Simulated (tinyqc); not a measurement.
Carrier lifetime of a p-type layer with SRH, radiative, Auger and surface recombination: two steps of the calculation.

Uniform excess density dn = dp (no trapping), n = n0 + dn, p = p0 + dn, Boltzmann statistics, full ionisation. Surfaces enter as a rate 2 S dn/d, which holds while diffusion to them is fast.

Values chosen for this exercise; band and dielectric values close to those of indium phosphide:
```
symbol,value,unit,meaning
T,350,K,temperature
Eg,1.32,eV,band gap
Nc,7.21e17,cm^-3,conduction-band density of states at T
Nv,1.4e19,cm^-3,valence-band density of states at T
B,1.21e-10,cm^3/s,radiative coefficient
N,6.5e14,cm^-3,acceptor density
Cn,4.4e-30,cm^6/s,Auger coefficient (two electrons)
Cp,2.7e-30,cm^6/s,Auger coefficient (two holes)
Nt,2e13,cm^-3,trap density
sn,2e-16,cm^2,capture cross-section for electrons
sp,6e-15,cm^2,capture cross-section for holes
vth,1.5e7,cm/s,thermal velocity (both carriers)
Et,0.33,eV,trap level below the conduction band
S,1000,cm/s,surface recombination velocity (both faces)
d,100,um,sample thickness
```

Constants: q = 1.602176634e-19 C, kB = 1.380649e-23 J/K, Vt = kB T/q. Results are converted to the units shown.

Task 1. Equilibrium densities and SRH constants. ni = sqrt(Nc Nv) exp(-Eg/(2 Vt)), Eg in volts; majority density N/2 + sqrt(N^2/4 + ni^2), n0 p0 = ni^2; n1 = Nc exp(-Et/Vt), p1 = Nv exp((Et - Eg)/Vt); tn0 = 1/(sn vth Nt), tp0 = 1/(sp vth Nt).

Wanted: ni; n0; p0; n1; p1; tn0; tp0.

Result 1.

ni = 9.964e8 cm^-3
n0 = 1528 cm^-3
p0 = 6.500e14 cm^-3
n1 = 1.277e13 cm^-3
p1 = 7.776e4 cm^-3
tn0 = 1.667e-5 s
tp0 = 5.556e-7 s

Task 2. Lifetime, shares and quasi-Fermi splitting. With e = n p - ni^2 = dn (n0 + p0 + dn): U_SRH = e/(tp0 (n + n1) + tn0 (p + p1)), U_rad = B e, U_Aug = (Cn n + Cp p) e, U_s = 2 S dn/d. tau = dn/U, shares of U, splitting Vt ln(n p/ni^2), radiative efficiency U_rad/U.

converged dn = 1.9877937e14 cm^-3
ni = 9.9643719e8 cm^-3
n0 = 1527.5186 cm^-3
p0 = 6.5e14 cm^-3
n1 = 1.2768633e13 cm^-3
p1 = 77759.857 cm^-3
tn0 = 1.6666667e-5 s
tp0 = 5.5555556e-7 s

Find: tau; shares; quasi-Fermi splitting.

Result 2.

tau = 2.7608e-6 s
shares (%): SRH 16.428, radiative 28.354, Auger 0.001, surface 55.216
quasi-Fermi splitting = 0.77991 V

Surface recombination takes the largest share. dn is 0.31 times the doping: intermediate injection.

Range of the model: S d exceeds 2.5 cm^2/s, comparable with a diffusion coefficient, so 2 S/d overstates the surface loss.

Numbers from tinyqc (`OMP_NUM_THREADS=1 python tinyqc.py 2300108 2300109 out.jsonl`; about 0.01 s on one thread of a shared Intel Xeon 2.30GHz).
